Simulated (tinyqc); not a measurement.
## Dopant mobility from one pulse

Inverse problem. With linear drift and no window, R = Ron x + Roff (1 - x), dx/dt = k i, k = mv Ron/D^2, and so R^2 = R0^2 - 2 k (Roff - Ron) phi after the flux phi. Find x0, k, mv and the charge passed.

Parameters, values chosen for the exercise:
```
symbol,value,unit,meaning
Ron,50,ohm,resistance of the fully doped film
Roff,16000,ohm,resistance of the undoped film
D,8,nm,film thickness
```

R before and after a pulse of flux 0.14 V s (ohm): 9779.5000  7332.7942

Solution. R^2 is linear in the flux and R is linear in the charge.

x0 = 0.3900
k = 9375 1/C
mv = 1.200e-14 m^2/(V s)
charge = 16.36 uC

Computed by the program tinyqc: `OMP_NUM_THREADS=1 python tinyqc.py 2880126 2880127 out.jsonl`, one thread of a shared Intel Xeon 2.30GHz, about 0.2 s for the whole run.
